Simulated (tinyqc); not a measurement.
Ballistic Schottky-barrier transistor with a one-dimensional channel, WKB contacts: two steps of the calculation.

Source Fermi level 0, drain Fermi level -Vd. Far from the contacts Ec = pn - psi, and the gate moves psi one to one; the band edges relax as exp(-x/lam) from pn at the source and pn - Vd at the drain; Ev = Ec - Eg. A carrier of energy w inside the channel band meets at a contact a barrier of height D (the contact edge beyond the channel edge): T = 1 for w >= D, else exp(-S), S = 4 lam sqrt(m/C) [sqrt(D - w) - sqrt(w) arctan sqrt((D - w)/w)], C = hbar^2/(2 m0). The two contacts combine as Ts Td/(Ts + Td - Ts Td).

Values chosen for this exercise; channel values close to those of a carbon nanotube: temperature T = 300 K; barrier for electrons at both contacts pn = 0.45 eV; electron mass mn = 0.057 m0; valleys or subbands g = 2; screening length at the contacts lam = 3.5 nm; drain bias Vd = 0.05 V; band shift psi of the channel by the gate ps = 0.19 V; energy of one carrier inside the channel band w0 = 0.048 eV; upper end of the grid wm = 0.37 eV; points of the grid nE = 15.

Constants: q = 1.602176634e-19 C, kB = 1.380649e-23 J/K, hbar = 1.054571817e-34 J s, h = 6.62607015e-34 J s, m0 = 9.1093837015e-31 kg, Vt = kB T/q, hbar^2/(2 m0) = 0.0380998212 eV nm^2. Results are converted to the units shown.

Problem 1. Transmission of one of the electrons. S and T at both contacts for w = w0, and the tunnelling distance lam ln(D/w) at the higher barrier.

D for electrons (eV): source 0.19000000, drain 0.14000000

Find: S at the source; S at the drain; combined T; tunnelling distance.

Solution 1.

S at the source = 2.535
S at the drain = 1.648
combined T = 0.05946
tunnelling distance = 4.815 nm

Problem 2. Current of the electrons on a coarse grid. I = g (2 q^2/h) int T(w) [f(Es + w) - f(Ed + w)] dw, f(y) = 1/(1 + exp(y/Vt)). Electrons: Ds = psi, Dd = psi - Vd, Es = Ec, Ed = Ec + Vd. Holes: Ds = -psi, Dd = Vd - psi, Es = -Ev, Ed = -Ev - Vd. The size of each current is taken; both flow from drain to source and add. Simpson's rule on nE equally spaced w from 0 to wm.

Give: w; Ts; Td; T; size of the supply difference; current.

Solution 2.

```
point   w (eV)         Ts         Td          T  size of the supply difference
0      0.00000  5.7327e-4  0.0016496  4.2561e-4                      3.6674e-5
1      0.02643   0.026870   0.070704   0.019857                      1.3195e-5
2      0.05286   0.095877    0.22857   0.072437                      4.7470e-6
3      0.07929    0.22087    0.47087    0.17695                      1.7078e-6
4      0.10571    0.40122    0.74943    0.35376                      6.1441e-7
5      0.13214    0.61866    0.97136    0.60758                      2.2105e-7
6      0.15857    0.83557     1.0000    0.83557                      7.9524e-8
7      0.18500    0.98932     1.0000    0.98932                      2.8610e-8
8      0.21143     1.0000     1.0000     1.0000                      1.0293e-8
9      0.23786     1.0000     1.0000     1.0000                      3.7030e-9
10     0.26429     1.0000     1.0000     1.0000                      1.3322e-9
11     0.29071     1.0000     1.0000     1.0000                     4.7929e-10
12     0.31714     1.0000     1.0000     1.0000                     1.7243e-10
13     0.34357     1.0000     1.0000     1.0000                     6.2035e-11
14     0.37000     1.0000     1.0000     1.0000                     2.2318e-11
```

current = 5.7592e-6 uA

Range of the model: No scattering, image-force lowering, channel charge or band-to-band tunnelling; parabolic kappa overstates S deep in the gap.

Program tinyqc, `OMP_NUM_THREADS=1 python tinyqc.py 2390068 2390069 out.jsonl`; Intel Xeon 2.30GHz, shared host, one thread, about 0.07 s.
